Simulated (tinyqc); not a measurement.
Nanowire ballistic transistor, top-of-the-barrier model: two steps of the calculation.

At the top of the source barrier, states moving towards the drain are filled by the source (Fermi level 0) and states moving back by the drain (Fermi level -q Vd); nothing scatters. U is the shift of the band edge there, set by the capacitances CG, CD and CS (the total) and by the charge. Parabolic one-dimensional subband; the source is grounded.

Inputs (values chosen for the exercise); mass and valleys close to those of indium arsenide:
- T = 350 K (temperature)
- m = 0.0307 m0 (effective mass)
- gv = 1 (valley degeneracy)
- eox = 22 (relative permittivity of the gate insulator)
- tox = 1 nm (insulator thickness)
- d = 6 nm (wire diameter)
- aG = 0.83 (gate control CG/CS)
- aD = 0.008 (drain control CD/CS)
- E0 = 0.16 eV (band edge at the barrier top above the source Fermi level at zero bias)
- Vg = 0.5 V (gate voltage)
- Vd = 0.5 V (drain voltage)

Constants: q = 1.602176634e-19 C, kB = 1.380649e-23 J/K, hbar = 1.054571817e-34 J s, m0 = 9.1093837015e-31 kg, Vt = kB T/q, eps0 = 8.8541878128e-14 F/cm where lengths are in cm. Results are converted to the units shown.

Problem 1. Density of states, capacitances and charge at zero bias. N0 = gv sqrt(2 m kB T/pi)/hbar, CG = 2 pi eps0 eox/ln(1 + 2 tox/d), CS = CG/aG, n0 = n at U = 0 and Vd = 0. eta1 = -(E0 + U)/Vt, eta2 = eta1 - Vd/Vt, n = (N0/2)[F_(-1/2)(eta1) + F_(-1/2)(eta2)], F_(-1/2)(x) = (1/sqrt(pi)) int_0^infinity u^(-1/2)/(1 + exp(u - x)) du. UL = -(aG Vg + aD Vd).

Find: N0; CG; CS; n0; UL.

Solution 1.

N0 = 8.7954e5 cm^-1
CG = 42.544 pF/cm
CS = 51.258 pF/cm
n0 = 4353.4 cm^-1
UL = -0.41900 eV

Problem 2. Self-consistent potential at the barrier top. U(out) = UL + q (n - n0)/CS. U(new) = U(out).

U at the start (U = UL) = -0.419 eV
N0 = 8.7953525e5 cm^-1
CS = 51.257850 pF/cm
n0 = 4353.4423 cm^-1
UL = -0.419 eV

Give: eta1; eta2; n; U(out); U after iteration 1.

Solution 2.

eta1 = 8.587
eta2 = -7.991
n = 1.446e6 cm^-1
U(out) = -0.4145 eV
U after iteration 1 = -0.4145 eV

Program tinyqc, `OMP_NUM_THREADS=1 python tinyqc.py 2400087 2400088 out.jsonl`; Intel Xeon 2.30GHz, shared host, one thread, about 0.03 s.
